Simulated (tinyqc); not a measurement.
Buckled dimers of a reconstructed (001) surface, two dangling bonds a dimer: sweeps and comparisons. A value that a table varies takes the place of the one given here.

In a dimer one atom moves up by z and the other down by z; the dangling bond of the up atom (more s-like) falls by gm z and that of the down atom rises by gm z. With all dimers tilted alike: H(k) = [[-gm z - 2 ta cos k, -tp - 2 tx cos k], [., gm z - 2 ta cos k]], k along the row in 1/a. Two electrons a dimer fill the lowest N of the 2N levels on the mesh k_j = (j + 1/2) pi/N. Total energy a dimer: W(z) = (2/N) sum of the filled levels + kf z^2. Repulsion between electrons is left out.

Values chosen for the exercise (of the size met on Si(001); the results hold for these values, not for the real material): tp = 0.17 eV (pi coupling inside a dimer); ta = 0.09 eV (coupling between like atoms along the row); tx = 0.07 eV (diagonal coupling along the row); gm = 2.12 eV/angstrom (shift of a dangling bond with height); kf = 9.1 eV/angstrom^2 (force constant of buckling); N = 12 (k points).

## Energy against buckling

W relative to z = 0; gap as lowest upper less highest lower level on 201 points from 0 to pi.

Per dimer (eV):
```
z (angstrom)  band energy  elastic        W      gap
0.00               0.0000   0.0000   0.0000  -0.0200
0.05              -0.0752   0.0227  -0.0524   0.0778
0.10              -0.2235   0.0910  -0.1325   0.2297
0.15              -0.3995   0.2047  -0.1948   0.4035
0.20              -0.5892   0.3640  -0.2252   0.5903
0.30              -0.9877   0.8190  -0.1687   0.9842
0.40              -1.3978   1.4560   0.0582   1.3914
0.50              -1.8131   2.2750   0.4619   1.8048
0.60              -2.2313   3.2760   1.0447   2.2216
```

What can be read from the table?

W is lowest at z = 0.2 among these rows (-0.2252 eV). The band energy falls as z^2 at first and linearly, as -2 gm z, once gm z is far above tp, so the elastic term always wins at large z. The gap opens near z = 0.010 angstrom.

## Strong pi bonds keep dimers flat

tp is varied; z minimises W on 0 to 1 angstrom; gap on 201 points; charge moved: the mean of gm z/sqrt((gm z)^2 + h^2) over the mesh, h the off-diagonal element.

Against tp:
```
tp (eV)  z (angstrom)  gain (eV)  gap (eV)  charge moved (e)
0.10           0.2240     0.2674    0.6485             0.961
0.20           0.2103     0.1915    0.6507             0.903
0.30           0.1854     0.0888    0.6543             0.796
0.45           0.1100     0.0078    0.6624             0.472
0.60           0.0000     0.0000    0.8400             0.000
0.80           0.0000     0.0000    1.2400             0.000
1.00           0.0000     0.0000    1.6400             0.000
1.30           0.0000     0.0000    2.2400             0.000
1.60           0.0000     0.0000    2.8400             0.000
```

What can be read from the table?

Dimers buckle for tp up to 0.45 eV among these rows; for an isolated dimer the limit is gm^2/kf = 0.494 eV. While buckled, the splitting, on average over k, stays near 2 gm^2/kf = 0.988 eV whatever tp is, and beyond the limit it follows 2 tp; the gap is smaller by the width of the bands, about 4 ta = 0.36 eV.

## Tilting alike or in alternation

Alternation doubles the cell: sites L1, R1, L2, R2 with levels -gm z, +gm z, +gm z, -gm z, -tp inside a dimer, -2 ta cos k between L1-L2 and R1-R2, -2 tx cos k between L1-R2 and R1-L2, on k_j = (j + 1/2) pi/(2N); the lowest half of the levels is filled. Energies a dimer; gaps on these meshes.

Two patterns:
```
z (angstrom)  W alike (eV)  W alternating (eV)  difference (meV)  gap alike (eV)  gap alternating (eV)
0.05               -0.3952             -0.4105             -15.2          0.0801                0.1656
0.10               -0.4753             -0.4909             -15.6          0.2319                0.3380
0.15               -0.5376             -0.5514             -13.8          0.4059                0.5113
0.20               -0.5680             -0.5799             -11.9          0.5928                0.6943
0.30               -0.5115             -0.5204              -8.9          0.9868                1.0824
0.40               -0.2846             -0.2916              -7.0          1.3941                1.4859
0.50                0.1190              0.1133              -5.8          1.8076                1.8968
```

How do the results move?

The lowest W listed is -0.5680 eV for like tilts and -0.5799 eV for alternation; the difference at equal z runs from -15.6 to -5.8 meV. With alternation ta joins filled up atoms to empty down atoms and gains energy in second order, about 2 ta^2/(gm z) a dimer at large z, while tx does so for like tilts; here ta = 0.09 and tx = 0.07 eV. At z = 0.3 the gap is 0.987 eV alike and 1.082 eV alternating.

## What each parameter does

z minimises W on 0 to 1 angstrom; gain over flat dimers; gap on 201 points from 0 to pi. Each row changes one parameter from the base and keeps the others.

Results:
```
case                     z (angstrom)  gain (eV)  gap (eV)
base                           0.2155     0.2271    0.6499
tp = 0.145 eV                  0.2190     0.2463    0.6493
ta = 0.12 eV                   0.2155     0.1832    0.5299
tx = 0.1 eV                    0.2120     0.2336    0.6726
gm = 2.29 eV/angstrom          0.2376     0.2991    0.8110
kf = 8.19 eV/angstrom^2        0.2429     0.2747    0.7571
```

What can be read from the table?

The largest shifts from the base row, up to three for each result and ties (the steps differ in size, so this ranks the rows, not the parameters). z (angstrom): kf +0.0275, gm +0.0221, tp +0.0036; unchanged at the printed digits by ta. gain (eV): gm +0.0721, kf +0.0477, ta -0.0439. gap (eV): gm +0.1611, ta -0.1200, kf +0.1072.

tinyqc: `OMP_NUM_THREADS=1 python tinyqc.py 1480779 1480780 out.jsonl`; about 0.04 s, one thread, shared Intel(R) Xeon(R) Processor @ 2.30GHz.
